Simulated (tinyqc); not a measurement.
Tersoff bond-order potential. Which input was changed? Computed by tinyqc, a small Python program. Command: `OMP_NUM_THREADS=1 python tinyqc.py 3008851 3008852 out.jsonl tersoff which`. One thread of a shared host (Intel(R) Xeon(R) Processor @ 2.30GHz), about 0.1 s of CPU time with the checks.

E = (1/2) sum_(i, j != i) [A exp(-lambda r_ij) - b_ij B exp(-mu r_ij)], b_ij = (1 + (beta zeta_ij)^n)^(-1/(2n)), zeta_ij = sum_(k != i, j) g(theta_ijk), g = 1 + c^2/d^2 - c^2/(d^2 + (h - cos theta)^2), with theta at atom i. Only nearest neighbours count (cut-off function 1 for them, 0 beyond).

Inputs (values chosen for the exercise, modelled on silicon): A = 1809.8 eV; B = 468.05 eV; lambda = 2.4799 1/angstrom; mu = 1.7322 1/angstrom; beta = 1.15e-06; n = 0.7854; c = 98230; d = 16.32; h = -0.5891.

Constants: 1 eV/angstrom^3 = 160.2176634 GPa.

Method:
- zeta = 3 g(cos theta = -1/3).
- With z equal bonds of order b, r = ln(lambda A/(mu b B))/(lambda - mu) and E per atom = -(z/2) b B exp(-mu r)(1 - mu/lambda).
- a0 = 4 r/sqrt3; B0 = phi''(r)/(3 a0) with phi'' = mu (lambda - mu) b B exp(-mu r), since b does not change under uniform scaling.
- Second derivatives of the energy per atom, volume V = a0^3/8: e_xx gives C11; e_xx = -e_yy gives 2 (C11 - C12); e_xy = e_yx = s/2 with a sublattice shift u_z gives C44 = (E_ss - E_su^2/E_uu)/V and Kleinman's parameter |E_su/E_uu|/(a0/4).
- Each of the four neighbours loses one bond; its three other bonds now have zeta = 2 g, for the direction that starts at it. E_v = -E + 12 x (1/2)(b(3g) - b(2g)) B exp(-mu r), where -E is the pair-like cost.

Problem. One of these inputs alone was changed, within the range given: A (1300 to 2300); n (0.5 to 1.2); lambda (2.2 to 4); mu (1.4 to 2.4). Which one, and to what value?

Results:
```
run     unrelaxed vacancy energy E_v (eV)  Kleinman's parameter  bond length (angstrom)
before                           4.191214             0.6701984                2.342127
after                            2.912399             0.5409470                2.435097
```

Solution.

Each candidate set to reproduce unrelaxed vacancy energy E_v, and what it then gives:
```
candidate            range searched  value needed  Kleinman's parameter  bond length (angstrom)
A (eV)                 1300 to 2300          2118               0.72507                  2.5523
n                        0.5 to 1.2        0.5760               0.54095                  2.4351
lambda (1/angstrom)        2.2 to 4         2.419               0.69291                  2.5134
mu (1/angstrom)          1.4 to 2.4         1.776               0.69291                  2.4517
```

Only n fits every result: it went from 0.7854 to 0.576. The next best candidate, mu, misses one result by 28 %.
